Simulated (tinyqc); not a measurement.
The basis set: RHF and MP2 along a ladder of basis sets, for BeH2, spin multiplicity 1. Computed by the program tinyqc with PySCF. Same geometry throughout; the dipole is taken about the origin.

Geometry (angstrom):
```
atom       x        y       z
Be    0.0000   0.0000  0.0000
H     0.0000   1.2500  0.1430
H     0.0000  -1.2500  0.1430
```

RHF and frozen-core MP2 in a ladder of bases:
```
basis    functions  E(RHF) (hartree)  E(MP2 corr) (hartree)  HOMO (eV)  LUMO (eV)  dipole (debye)
sto-3g           7         -15.55877               -0.02143    -11.821      5.563           0.525
3-21g           13         -15.66781               -0.02774    -12.415      2.208           0.523
6-31g           13         -15.75390               -0.02791    -12.388      2.422           0.501
6-31g**         24         -15.76143               -0.04929    -12.325      2.458           0.526
cc-pvtz         58         -15.76641               -0.06102    -12.433      1.591           0.568
```

Estimate the missing row, basis = cc-pvdz.

Computed row:
```
basis    functions  E(RHF) (hartree)  E(MP2 corr) (hartree)  HOMO (eV)  LUMO (eV)  dipole (debye)
cc-pvdz         24         -15.76154               -0.05106    -12.370      1.884           0.543
```

From cc-pVDZ to cc-pVTZ the RHF energy falls by 4.9 mhartree and the correlation energy by 10.0. If valence correlation converges as X^-3, (27 E(T) - 8 E(D))/19 gives -0.0652 hartree, a rough estimate from such small X that usually falls short; STO-3G holds about 33 % of it. Beyond STO-3G the LUMO moves by 0.9 eV and the HOMO by 0.1 eV.
